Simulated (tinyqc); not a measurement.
Trap in a gate oxide as a short-range spherical well, step by step. Values are carried at full precision from step to step, so a last printed digit may differ when a step is redone from the rounded ones.

A spherical well of radius R and depth V0 below the conduction edge, one mass m, c = hbar^2/2m0. The s level at binding Et solves k cot(k R) = -kappa with k = sqrt(m (V0 - Et)/c), kappa = sqrt(m Et/c); it exists for V0 > Vc = c (pi/2R)^2/m. Outside, psi falls as exp(-kappa r)/r.

Constants: hbar^2/2m0 = 3.80998211 eV angstrom^2; fine-structure constant alpha = 0.007297352564; hc = 1239.841984 eV nm; kB = 8.617333262e-05 eV/K.

Values chosen for the exercise (near those of HfO2 on Si; shifted at random, so the results belong to these values and not to a real crystal):
```
symbol  value  unit       meaning
R       3.1    angstrom   radius of the well
V0      8.65   eV         depth of the well
m       0.193  m0         mass
n_r     1.9               refractive index
dEc     1.47   eV         conduction offset to the channel
Fox     3.5    MV/cm      oxide field, lowering levels away from the channel
t0      21     x 1e-11 s  time constant at the interface
T       300    K          temperature
EF      -0.03  eV         Fermi level above the channel edge
x       14     angstrom   depth of the trap
```

## The bound level

Solve for Et; the share outside is [sin^2(kR)/(2 kappa)]/[sin^2(kR)/(2 kappa) + R/2 - sin(2kR)/(4k)].

Et = 1.0395 eV
k = 0.6209 1/angstrom
kappa = 0.2295 1/angstrom
share outside = 0.514
Vc = 5.069 eV

The well is 1.71 times the critical depth. Since dEt/dV0 equals the share inside, 0.49, a 1 % change of V0 moves Et by 4.0 %. The decay length is 4.4 angstrom, 1.4 times R.

## Peak of the photo-ionisation cross-section

Lucovsky model (delta well, plane-wave final states, no local-field factor): sigma = (32 pi alpha c/(3 n_r m Et)) (x - 1)^(3/2)/x^3, x = h nu/Et, c = hbar^2/2m0; 1 angstrom^2 = 1e-16 cm^2.

The maximum lies at x = 2. Give the photon energy, its wavelength and sigma there.

h nu = 2.079 eV
wavelength = 596 nm
sigma = 30.6 x 1e-18 cm^2

With 51 % of the state outside the well the delta-well form is only a rough model of this centre.

## Level, tunnelling time and occupation

Energies from the conduction edge of the channel. The trap level at depth x is E_T = dEc - Et - e Fox x (1 MV/cm = 0.01 eV/angstrom). An electron at the channel edge tunnels with the WKB exponent S = (4/3) sqrt(m/c) [dEc^(3/2) - (dEc - e Fox x)^(3/2)]/(e Fox), c = hbar^2/2m0; tau = t0 exp(S); the occupation is f = 1/(1 + exp((E_T - EF)/kB T)), tau_c = tau/f and tau_e = tau/(1 - f). Lattice relaxation is left out; a level below the channel edge needs phonons as well, so tau is then a lower bound, while a level above it can also empty elastically at its own energy, through a thinner barrier, faster than this tau.

Give E_T, S, tau and ln(tau_c/tau_e) = (E_T - EF)/kB T.

E_T = -0.059 eV
S = 6.963
tau = 2.22e-07 s
ln(tau_c/tau_e) = -1.1

The level lies within 3 kB T of EF, so the trap switches and shows as telegraph noise. A flat barrier would give S = 2 sqrt(m dEc/c) x = 7.64.

## Checks

- Et from the radial equation on a grid against the matching condition, eV: both 1.04.

Program tinyqc; command `OMP_NUM_THREADS=1 python tinyqc.py 1250281 1250282 out.jsonl`; about 0.01 s on one thread of a shared Intel(R) Xeon(R) Processor @ 2.30GHz.
